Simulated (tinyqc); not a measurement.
From results back to parameters: image-charge renormalisation of a gap near a dielectric or metal. Five cases, with inputs chosen for the exercise.

Problem. A small molecule or defect in vacuum at height z above the image plane of a substrate has both its electron and hole levels stabilised by (e^2/4 pi eps0)(es - 1)/((es + 1) 4 z), so its gap shrinks by twice that. The reduced gap is given.

Constants: e^2/(4 pi eps0) = 14.39964547 eV angstrom.

Find: reduction; (es - 1)/(es + 1); z.

Method. z = (e^2/4 pi eps0)(es - 1)/((es + 1) 2 x reduction). Local and hybrid functionals miss this shift, since it is a non-local correlation effect.

Case 1.

Values chosen: E0 = 8.17 eV (quasiparticle gap far from the surface); es = 4.5 (dielectric constant of the substrate (1e4: a metal)).

gap near the surface = 7.58260 eV

Solution.

reduction = 0.5874 eV
(es - 1)/(es + 1) = 0.6364
z = 7.80 angstrom

Case 2.

Values chosen: E0 = 8.43 eV (quasiparticle gap far from the surface); es = 4.5 (dielectric constant of the substrate (1e4: a metal)).

gap near the surface = 7.86436 eV

Solution.

reduction = 0.5656 eV
(es - 1)/(es + 1) = 0.6364
z = 8.10 angstrom

Case 3.

Values chosen: E0 = 4.95 eV (quasiparticle gap far from the surface); es = 2.3 (dielectric constant of the substrate (1e4: a metal)).

gap near the surface = 4.24093 eV

Solution.

reduction = 0.7091 eV
(es - 1)/(es + 1) = 0.3939
z = 4.00 angstrom

Case 4.

Values chosen: E0 = 6.5 eV (quasiparticle gap far from the surface); es = 4.5 (dielectric constant of the substrate (1e4: a metal)).

gap near the surface = 5.95456 eV

Solution.

reduction = 0.5454 eV
(es - 1)/(es + 1) = 0.6364
z = 8.40 angstrom

Case 5.

Values chosen: E0 = 5.56 eV (quasiparticle gap far from the surface); es = 3.9 (dielectric constant of the substrate (1e4: a metal)).

gap near the surface = 5.03394 eV

Solution.

reduction = 0.5261 eV
(es - 1)/(es + 1) = 0.5918
z = 8.10 angstrom

Computed by tinyqc, one run a case: `OMP_NUM_THREADS=1 python tinyqc.py N N+1 out.jsonl` with N = 1850593, 1850594, 1850643, 1850652, 1850677; one thread of a shared Intel(R) Xeon(R) Processor @ 2.30GHz, about 0.02 s a run at most.
